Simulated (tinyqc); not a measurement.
Electron-beam lithography: double-Gaussian proximity function, edge placement and dose correction for parallel lines: one step, computed by the program tinyqc. Command: `OMP_NUM_THREADS=1 python tinyqc.py 3114262 3114263 out.jsonl proximity walk`. One thread of a shared host (Intel(R) Xeon(R) Processor @ 2.30GHz), about 0.01 s of CPU time with the checks.

Lines are infinitely long. Absorbed energy is counted so that the middle of a very large area written at dose 1 receives 1; the resist develops where it exceeds 1/2.

Problem. Interaction matrix. f(r) = [exp(-r^2/alpha^2)/alpha^2 + eta exp(-r^2/beta^2)/beta^2]/(pi (1 + eta)). A line from a to b at dose d gives E(x) = d [S(alpha) + eta S(beta)]/(1 + eta), S(s) = [erf((b - x)/s) - erf((a - x)/s)]/2. M_ij is the mean of E at the two edges of line i from line j at dose 1.

Inputs (values chosen for the exercise, of the order of those for 50 keV electrons in resist on silicon): forward range alpha = 0.014 micrometre; backscatter range beta = 8.6 micrometre; backscatter ratio eta = 1.1.

Lines (micrometre):
```
line  left edge  right edge  centre
1         0.000       5.500   2.750
2        10.100      20.100  15.100
3        20.157      20.277  20.217
4        20.367      20.455  20.411
5        23.155      23.215  23.185
```

Give: M.

Solution.

M:
```
        1       2       3       4       5
1  0.4042  0.0693  0.0001  0.0001  0.0000
2  0.0482  0.4738  0.0026  0.0019  0.0010
3  0.0038  0.2327  0.2422  0.0030  0.0018
4  0.0035  0.2277  0.0041  0.2411  0.0019
5  0.0009  0.1520  0.0037  0.0027  0.2402
```
